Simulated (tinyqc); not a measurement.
Equilibrium crystal shape, supported particles, Gibbs-Thomson effect and coarsening: one step, computed by the program tinyqc.

A cubic crystal bounded by {100}, {110} and {111} facets only.

Task: Chemical potential of the particle. For the Wulff shape mu - mu(bulk) = 2 Omega gamma/h, with gamma and h = lambda gamma the energy and distance of any one facet plane, here (111); the vapour pressure rises by exp[(mu - mu(bulk))/(k_B T)].

Inputs (values chosen for the exercise, for a model metal): atoms in the particle N = 540; temperature T = 550 K.

Omega = 33.70957 angstrom^3

gamma (J/m^2): (100) 0.6451303, (110) 0.4842168, (111) 0.5930420

distances of the planes from the centre (nm): {100} 1.967482, {110} 1.476737, {111} 1.808626

Constants: e = 1.602176634e-19 C; k_B = 8.617333262e-05 eV/K.

Give: mu - mu(bulk); pressure ratio.

Result:

mu - mu(bulk) = 138.0 meV

pressure ratio = 18.38

Caution: below a few thousand atoms edges and corners add to the energy and facets hold few atoms.
